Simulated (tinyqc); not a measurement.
Inside a calculation. Method: plane-wave Kohn-Sham cycle with exchange-only LDA in a layered model solid. One step of it, computed by the program tinyqc.

Question. Iteration 1: levels at that k. Diagonalise the Hermitian matrix.

H (hartree):
```
           -2         -1         +0         +1         +2
-2  -0.020682  -0.185000   0.000000   0.000000   0.000000
-1  -0.185000  -0.185566  -0.185000   0.000000   0.000000
+0   0.000000  -0.185000  -0.218543  -0.185000   0.000000
+1   0.000000   0.000000  -0.185000  -0.119613  -0.185000
+2   0.000000   0.000000   0.000000  -0.185000   0.111224
```

Give: eigenvalues.

Answer.

eigenvalues (hartree): -0.4833  -0.2656  -0.0573  0.1313  0.2418
